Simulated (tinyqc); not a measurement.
What moves the results: strained quantum well: band edges, subbands and transparency. A value that a table varies takes the place of the one given here.

Growth on (001), barriers unstrained: tr(e) = e (2 - nu2), Z = b e (1 + nu2); Ec = Ev + Eg + ac tr(e), E_HH = Ev + av tr(e) + Z, E_LH = Ev + av tr(e) - Z (coupling to the split-off band left out).

Masses along z: me, 1/(g1 - 2 g2) for HH, 1/(g1 + 2 g2) for LH, likewise in the barrier; in the plane me, 1/(g1 + g2) for HH and 1/(g1 - g2) for LH (no mixing, which understates the hole masses away from k = 0). Level n solves k L + 2 atan[(k/m)/(kappa/mb)] = n pi, k = sqrt(m E/c), kappa = sqrt(mb (V - E)/c), c = hbar^2/2m0.

Transparency (Bernard-Duraffourg): Fc - Fv equals the lowest transition energy with n = p, n = sum m/(2 pi c) kB T ln(1 + exp((Fc - E)/kB T)) and p likewise over the listed subbands; c = hbar^2/2m0, 1/angstrom^2 = 1e16/cm^2.

Constants: hbar^2/2m0 = 3.80998211 eV angstrom^2; kB = 8.617333262e-05 eV/K; hc = 1239.841984 eV nm.

Parameters, chosen for this exercise (near those of a GaAsP/AlGaAs well; shifted at random, so the results belong to these values and not to a real crystal):
- nu2 = 0.923 (2 C12/C11)
- Eg = 1.534 eV (unstrained gap of the well)
- Ev = -0.842 eV (its valence edge)
- ac = -7.26 eV
- av = 1.21 eV (Ev moves by av tr(e))
- b = -1.96 eV (shear potential)
- Egb = 1.925 eV (gap of the barrier)
- Evb = -1 eV (its valence edge)
- L = 54 angstrom (well width)
- me = 0.0727 m0 (electron mass)
- g1 = 6.72 (gamma1)
- g2 = 1.92 (gamma2)
- meb = 0.1 m0
- g1b = 5.7
- g2b = 1.6
- T = 300 K (temperature)
- es = (-0.02, -0.014, -0.008, -0.003, 0, 0.003, 0.007, 0.012) (strains)
- e = 0.0032 (strain in the plane)
- Ls = (25, 35, 50, 65, 85, 110, 150) angstrom (widths)

## Strain as a design knob

Only the strain is changed; the unstrained gap and the masses are kept.

Results:

| e (%) | wavelength (nm) | top hole | hh1 - lh1 (meV) | n_tr (1e12/cm^2) | share in top |
|---|---|---|---|---|---|
| -2.0 | 729 | hh1 | 158 | 0.715 | 0.90 |
| -1.4 | 738 | hh1 | 121 | 0.722 | 0.88 |
| -0.8 | 749 | hh1 | 82 | 0.745 | 0.82 |
| -0.3 | 759 | hh1 | 48 | 0.812 | 0.68 |
| 0.0 | 766 | hh1 | 28 | 0.891 | 0.55 |
| 0.3 | 772 | hh1 | 8 | 1.018 | 0.39 |
| 0.7 | 791 | lh1 | -20 | 0.991 | 0.76 |
| 1.2 | 822 | lh1 | -54 | 0.918 | 0.91 |

n_tr is largest at e = +0.3 % (1.02), where hh1 - lh1 = 8 meV and the top subband holds 39 % of the holes, and smallest, 0.72, at -2.0 %. The top hole level turns from hh to lh, and the light from TE to TM, between +0.3 and +0.7 %. The wavelength runs from 729 to 822 nm.

## Width of the well

All levels anew.

Results:

| L (angstrom) | wavelength (nm) | top hole | hh1 - lh1 (meV) | n_tr (1e12/cm^2) | share in top | n_tr/L (1e18/cm^3) |
|---|---|---|---|---|---|---|
| 25 | 723 | hh1 | 26 | 0.871 | 0.57 | 3.49 |
| 35 | 746 | hh1 | 19 | 0.919 | 0.51 | 2.62 |
| 50 | 769 | hh1 | 9 | 1.005 | 0.41 | 2.01 |
| 65 | 782 | hh1 | 1 | 1.089 | 0.33 | 1.68 |
| 85 | 796 | lh1 | -6 | 1.112 | 0.59 | 1.31 |
| 110 | 807 | lh1 | -11 | 1.182 | 0.57 | 1.07 |
| 150 | 816 | lh1 | -16 | 1.363 | 0.51 | 0.91 |

The wavelength tunes by 93 nm. The sheet density at transparency changes from 0.87 to 1.36, the top hole subband holding 0.57 and 0.51 of the holes at the ends, while the volume density falls by a factor 3.8. Critical thickness and carrier escape are left out.

## What each parameter does

Edge wavelength, hh1 - lh1 and n_tr. Each row changes one parameter from the base and keeps the others.

Results:

| case | wavelength (nm) | hh1 - lh1 (meV) | n_tr (1e12/cm^2) |
|---|---|---|---|
| base | 772.9 | 6.3 | 1.028 |
| L = 64 angstrom | 781.4 | 1.3 | 1.083 |
| e = 0.0012 | 768.4 | 19.9 | 0.935 |
| Eg = 1.514 eV | 781.6 | 6.3 | 1.028 |
| b = -2.25 eV | 772.0 | 3.0 | 1.053 |
| ac = -6.53 eV | 771.8 | 6.3 | 1.028 |
| me = 0.08 m0 | 773.8 | 6.3 | 1.090 |
| g1 = 7.12 | 772.2 | 5.5 | 1.004 |
| T = 340 K | 772.9 | 6.3 | 1.183 |

The largest shifts from the base row, up to three for each result and ties (the steps differ in size, so this ranks the rows, not the parameters). wavelength (nm): Eg +8.8, L +8.5, e -4.4; unchanged at the printed digits by T. hh1 - lh1 (meV): e +13.7, L -5.0, b -3.3; unchanged at the printed digits by Eg, ac, me and T. n_tr (1e12/cm^2): T +0.155, e -0.093, me +0.062; unchanged at the printed digits by Eg and ac.

tinyqc: `OMP_NUM_THREADS=1 python tinyqc.py 1250462 1250463 out.jsonl`; about 0.01 s, one thread, shared Intel(R) Xeon(R) Processor @ 2.30GHz.
